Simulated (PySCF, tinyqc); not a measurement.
Worked calculation: FCI on RHF in the sto-3g basis, frozen core, for BeH+, spin multiplicity 1. The lowest restricted solution is unstable here: a spin-polarised one lies 0.0035 hartree lower (PySCF). Computed by tinyqc, a small Python program that keeps every step (integrals from PySCF). Settings: charge = 1, multiplicity = 1, basis = sto-3g, method = RHF, frozen orbitals = 1, energy threshold = 1e-10, iteration cap = 80, orthogonalisation = canonical, start = Wolfsberg-Helmholz matrix, DIIS depth = 6, ci = FCI. Command: `OMP_NUM_THREADS=1 python tinyqc.py 21609 21610 out.jsonl` (the two numbers bound the seeds that draw the settings). One thread of a shared host (Intel(R) Xeon(R) Processor @ 2.60GHz), about 0.2 s of CPU time with the checks. The early iterations of the SCF are left out here.

## One-electron integrals

Geometry (angstrom):
```
atom        x        y        z
Be    0.00000  0.00000  0.00000
H     0.00000  0.00000  1.77200
```

Basis sto-3g: exponents (1/bohr^2) and contraction coefficients of normalised primitives:
```
element  l (shell)  exponent  coefficient
Be           s (1)  30.16787      0.15433
Be           s (1)   5.49512      0.53533
Be           s (1)   1.48719      0.44463
Be           s (2)   1.31483     -0.09997
Be           s (2)   0.30554      0.39951
Be           s (2)   0.09937      0.70012
Be           p (3)   1.31483      0.15592
Be           p (3)   0.30554      0.60768
Be           p (3)   0.09937      0.39196
H            s (1)   3.42525      0.15433
H            s (1)   0.62391      0.53533
H            s (1)   0.16886      0.44463
```

Overlap, kinetic and nuclear-attraction integrals over the contracted functions; the nuclear repulsion is the sum of Za Zb / Rab.

nuclear repulsion = 1.1945310 hartree

overlap S, lower triangle:
```
          1Be 1s   1Be 2s  1Be 2px  1Be 2py  1Be 2pz    2H 1s
1Be 1s   1.00000
1Be 2s   0.25952  1.00000
1Be 2px  0.00000  0.00000  1.00000
1Be 2py  0.00000  0.00000  0.00000  1.00000
1Be 2pz  0.00000  0.00000  0.00000  0.00000  1.00000
2H 1s    0.02689  0.30054  0.00000  0.00000  0.38581  1.00000
```

kinetic energy T (hartree), lower triangle:
```
           1Be 1s   1Be 2s  1Be 2px  1Be 2py  1Be 2pz    2H 1s
1Be 1s    6.69397
1Be 2s   -0.03301  0.21111
1Be 2px   0.00000  0.00000  0.66059
1Be 2py   0.00000  0.00000  0.00000  0.66059
1Be 2pz   0.00000  0.00000  0.00000  0.00000  0.66059
2H 1s    -0.00791  0.01975  0.00000  0.00000  0.07853  0.76003
```

nuclear attraction V (hartree), lower triangle:
```
            1Be 1s    1Be 2s   1Be 2px   1Be 2py   1Be 2pz     2H 1s
1Be 1s   -14.85972
1Be 2s    -1.97675  -2.60646
1Be 2px    0.00000   0.00000  -2.56378
1Be 2py    0.00000   0.00000   0.00000  -2.56378
1Be 2pz   -0.01029  -0.10201   0.00000   0.00000  -2.63580
2H 1s     -0.20415  -0.70580   0.00000   0.00000  -0.88455  -2.41974
```

core Hamiltonian H = T + V (hartree), lower triangle:
```
           1Be 1s    1Be 2s   1Be 2px   1Be 2py   1Be 2pz     2H 1s
1Be 1s   -8.16575
1Be 2s   -2.00976  -2.39535
1Be 2px   0.00000   0.00000  -1.90319
1Be 2py   0.00000   0.00000   0.00000  -1.90319
1Be 2pz  -0.01029  -0.10201   0.00000   0.00000  -1.97521
2H 1s    -0.21206  -0.68606   0.00000   0.00000  -0.80602  -1.65970
```

## Two-electron integrals

Functions are numbered as in S; the eight-fold symmetry (ij|kl) = (ji|kl) = (kl|ij) leaves the list below.

Two-electron integrals (ij|kl) in chemists' order, unique and non-zero (hartree):
```
(11|11) 2.29883   (21|11) 0.39204   (21|21) 0.07954   (22|11) 0.57099
(22|21) 0.14304   (22|22) 0.41768   (31|31) 0.01461   (32|31) 0.02189
(32|32) 0.09226   (33|11) 0.56958   (33|21) 0.14308   (33|22) 0.41759
(33|33) 0.44986   (41|41) 0.01461   (42|41) 0.02189   (42|42) 0.09226
(43|43) 0.02425   (44|11) 0.56958   (44|21) 0.14308   (44|22) 0.41759
(44|33) 0.40136   (44|44) 0.44986   (51|51) 0.01461   (52|51) 0.02189
(52|52) 0.09226   (53|53) 0.02425   (54|54) 0.02425   (55|11) 0.56958
(55|21) 0.14308   (55|22) 0.41759   (55|33) 0.40136   (55|44) 0.40136
(55|55) 0.44986   (61|11) 0.04006   (61|21) 0.00812   (61|22) 0.01475
(61|33) 0.01465   (61|44) 0.01465   (61|51) 0.00073   (61|52) 0.00137
(61|55) 0.01494   (61|61) 0.00087   (62|11) 0.12508   (62|21) 0.03194
(62|22) 0.10556   (62|33) 0.10125   (62|44) 0.10125   (62|51) 0.00410
(62|52) 0.02785   (62|55) 0.11407   (62|61) 0.00361   (62|62) 0.04473
(63|31) 0.00253   (63|32) 0.01272   (63|53) 0.00449   (63|63) 0.00343
(64|41) 0.00253   (64|42) 0.01272   (64|54) 0.00449   (64|64) 0.00343
(65|11) 0.14567   (65|21) 0.03757   (65|22) 0.12957   (65|33) 0.12206
(65|44) 0.12206   (65|51) 0.00649   (65|52) 0.04273   (65|55) 0.14446
(65|61) 0.00438   (65|62) 0.06155   (65|65) 0.08634   (66|11) 0.29820
(66|21) 0.07732   (66|22) 0.28733   (66|33) 0.26797   (66|44) 0.26797
(66|51) 0.01010   (66|52) 0.09260   (66|55) 0.32568   (66|61) 0.00882
(66|62) 0.16371   (66|65) 0.23632   (66|66) 0.77461
```

## Orthogonalisation

S = U s U^T; canonical form X = U s^(-1/2), so that X^T S X = 1. Each column of U has its largest component positive (the first on a tie).

eigenvalues of S: 0.48956  0.79800  1.00000  1.00000  1.18397  1.52848

X:
```
                1         2        3         4         5        6
1Be 1s    0.31651   0.75988  0.00000   0.00000   0.58782  0.23032
1Be 2s   -0.72112  -0.56268  0.00000   0.00000   0.44130  0.41418
1Be 2px   0.00000   0.00000  0.92932  -0.36927   0.00000  0.00000
1Be 2py   0.00000   0.00000  0.36927   0.92932   0.00000  0.00000
1Be 2pz  -0.71915   0.53090  0.00000   0.00000  -0.49795  0.38649
2H 1s     0.95147  -0.27797  0.00000   0.00000  -0.23745  0.52941
```

Within a degenerate level the vectors are fixed only up to a rotation; this is one choice.

## Iteration 9 (converged): orbitals

converged F (hartree), lower triangle:
```
           1Be 1s    1Be 2s   1Be 2px   1Be 2py   1Be 2pz     2H 1s
1Be 1s   -4.99191
1Be 2s   -1.40230  -0.84805
1Be 2px   0.00000   0.00000  -0.12579
1Be 2py   0.00000   0.00000   0.00000  -0.12579
1Be 2pz   0.01662  -0.10036   0.00000   0.00000  -0.23879
2H 1s    -0.14733  -0.38582   0.00000   0.00000  -0.33365  -0.41994
```

Diagonalise F' = X^T F X, C = X C', fill 2 alpha and 2 beta electrons from the bottom; D = 2 C_occ C_occ^T. Each column has its largest component positive (the first on a tie).

F' = X^T F X (hartree), lower triangle:
```
          1         2         3         4         5         6
1  -0.01896
2  -0.53238  -1.93811
3   0.00000   0.00000  -0.12579
4   0.00000   0.00000   0.00000  -0.12579
5  -0.46308  -2.00060   0.00000   0.00000  -2.62296
6  -0.20694  -0.86458   0.00000   0.00000  -1.18199  -1.20204
```

orbital energies (hartree): MO1 -4.99470, MO2 -0.65631, MO3 -0.25333, MO4 -0.12579, MO5 -0.12579, MO6 0.12226

coefficients C:
```
              MO1       MO2       MO3      MO4       MO5       MO6
1Be 1s    0.99299  -0.19860  -0.19934  0.00000   0.00000   0.10471
1Be 2s    0.02613   0.64999   0.73766  0.00000   0.00000  -0.48538
1Be 2px   0.00000   0.00000   0.00000  1.00000  -0.00110   0.00000
1Be 2py   0.00000   0.00000   0.00000  0.00110   1.00000   0.00000
1Be 2pz  -0.00196   0.26012  -0.59230  0.00000   0.00000  -0.88198
2H 1s    -0.00286   0.49812  -0.36435  0.00000   0.00000   0.96867
```

D after iteration 9, lower triangle:
```
           1Be 1s   1Be 2s  1Be 2px  1Be 2py  1Be 2pz    2H 1s
1Be 1s    2.05095
1Be 2s   -0.20629  0.84635
1Be 2px   0.00000  0.00000  0.00000
1Be 2py   0.00000  0.00000  0.00000  0.00000
1Be 2pz  -0.10722  0.33805  0.00000  0.00000  0.13533
2H 1s    -0.20353  0.64741  0.00000  0.00000  0.25916  0.49627
```

Within a degenerate level the vectors are fixed only up to a rotation; this is one choice.

## Convergence

Stop when the energy changes by less than 1e-10 hartree and every element of the error matrix X^T (F D S - S D F) X is below 3e-06.

Course of the cycle:
```
iteration  E (hartree)     change  largest element of the error matrix
1          -14.5617583          -                             1.36e-01
2          -14.5951716  -3.34e-02                             5.46e-02
3          -14.6122019  -1.70e-02                             3.32e-02
4          -14.6179453  -5.74e-03                             7.91e-03
5          -14.6178971   4.82e-05                             5.31e-03
6          -14.6180470  -1.50e-04                             9.49e-04
7          -14.6180515  -4.46e-06                             1.02e-04
8          -14.6180515  -5.34e-08                             2.49e-07
9          -14.6180515  -3.14e-13                             2.86e-09
```

PySCF RHF in the same basis = -14.6180515 hartree

Converged in 9 iterations.

## Integrals over molecular orbitals

(pq|rs) = sum C_ip C_jq C_kr C_ls (ij|kl), one index at a time.

one-electron integrals over orbitals h = C^T H C (hartree), lower triangle:
```
          1         2         3         4         5         6
1  -8.15629
2   0.17179  -2.00529
3   0.19490  -0.06210  -1.87331
4   0.00000   0.00000   0.00000  -1.90319
5   0.00000   0.00000   0.00000   0.00000  -1.90319
6  -0.06577   0.23126  -0.09088   0.00000   0.00000  -1.64948
```

Two-electron integrals over orbitals (pq|rs), unique and non-zero (hartree); the lowest 1 orbital is frozen and left out:
```
(22|22) 0.46308    (32|22) -0.06627   (32|32) 0.05964    (33|22) 0.32569
(33|32) 0.03310    (33|33) 0.43117    (42|42) 0.04530    (43|42) 0.03426
(43|43) 0.04878    (44|22) 0.34990    (44|32) 0.03805    (44|33) 0.38454
(44|44) 0.44986    (52|52) 0.04530    (53|52) 0.03426    (53|53) 0.04878
(54|54) 0.02425    (55|22) 0.34990    (55|32) 0.03805    (55|33) 0.38454
(55|44) 0.40136    (55|55) 0.44986    (62|22) 0.02357    (62|32) -0.05490
(62|33) -0.01194   (62|44) -0.06849   (62|55) -0.06849   (62|62) 0.11861
(63|22) -0.05682   (63|32) 0.05533    (63|33) 0.05227    (63|44) 0.03464
(63|55) 0.03464    (63|62) -0.05985   (63|63) 0.07198    (64|42) -0.02598
(64|43) -0.00845   (64|64) 0.02263    (65|52) -0.02598   (65|53) -0.00845
(65|65) 0.02263    (66|22) 0.46919    (66|32) -0.07026   (66|33) 0.35325
(66|44) 0.35293    (66|55) 0.35293    (66|62) 0.05120    (66|63) -0.06059
(66|66) 0.50714
```

## FCI: determinants and Hamiltonian

one-electron integrals dressed by the frozen orbital, h + 2 (pq|11) - (p1|1q) (hartree), lower triangle:
```
          2         3         4         5         6
2  -1.11939
3   0.06627  -0.84507
4   0.00000   0.00000  -0.78029
5   0.00000   0.00000   0.00000  -0.78029
6  -0.02357   0.05873   0.00000   0.00000  -0.69750
```

energy of the frozen orbital, 2 h_11 + (11|11) = -14.0368816 hartree

Hartree-Fock energy = -14.6180515 hartree

Slater-Condon rules over spin orbitals, with the nuclear repulsion and the energy of the frozen orbital added and E(HF) subtracted on the diagonal. Only determinants linked to the reference directly or through others are kept (one block of an abelian symmetry group), so some states are absent.

Occupation strings over the orbitals (2 doubly, a alpha, b beta, 0 empty; spin orbitals ordered 1a 1b 2a 2b ...): 220000 2ab000 2a000b 2ba000 2b000a 202000 20a00b 200200 200020 20b00a 200002

H - E(HF) between determinants (hartree), lower triangle:
```
          220000    2ab000    2a000b    2ba000    2b000a    202000    20a00b   200200
220000   0.00000
2ab000   0.00000   0.13693
2a000b   0.00000   0.00192   0.42799
2ba000   0.00000  -0.05964   0.05490   0.13693
2b000a   0.00000   0.05490  -0.11861   0.00192   0.42799
202000   0.05964   0.09937   0.05533  -0.09937  -0.05533   0.51673
20a00b  -0.05490   0.05533  -0.00399   0.03551   0.05985   0.11100   0.58638
200200   0.04530   0.03426  -0.02598  -0.03426   0.02598   0.04878  -0.00845  0.66497
200020   0.04530   0.03426  -0.02598  -0.03426   0.02598   0.04878  -0.00845  0.02425
20b00a   0.05490   0.03551   0.05985   0.05533  -0.00399  -0.11100  -0.07198  0.00845
200002   0.11861  -0.05985   0.02763   0.05985  -0.02763   0.07198  -0.00186  0.02263

         200020   20b00a   200002
200020  0.66497
20b00a  0.00845  0.58638
200002  0.02263  0.00186  0.88783
```

## FCI: roots

Diagonalise (each vector has its largest component positive (the first on a tie)); all determinants have Ms = 0, so triplets appear too. The lowest singlet root is the correlation energy.

lowest roots of this matrix, relative to E(HF) (hartree): -0.03757  0.05112  0.11261  0.29914  0.38972  0.55082  0.58779  0.64072

lowest vectors:
```
          root 1    root 2    root 3    root 4
220000   0.96832   0.00000  -0.12119   0.00000
2ab000   0.04633   0.68565   0.62828   0.08558
2a000b   0.02954  -0.12502   0.11993   0.66979
2ba000  -0.04633   0.68565  -0.62828   0.08558
2b000a  -0.02954  -0.12502  -0.11993   0.66979
202000  -0.14442   0.00000  -0.37296   0.00000
20a00b   0.09938  -0.11937   0.05454  -0.20991
200200  -0.04731   0.00000  -0.02682   0.00000
200020  -0.04731   0.00000  -0.02682   0.00000
20b00a  -0.09938  -0.11937  -0.05454  -0.20991
200002  -0.10593   0.00000   0.14346   0.00000
```

<S^2> of these roots: 0.00000  2.00000  0.00000  2.00000  0.00000  2.00000  0.00000  0.00000

weight of the ground state by excitation level 0, 1, 2, ...: 0.93765  0.00604  0.05631
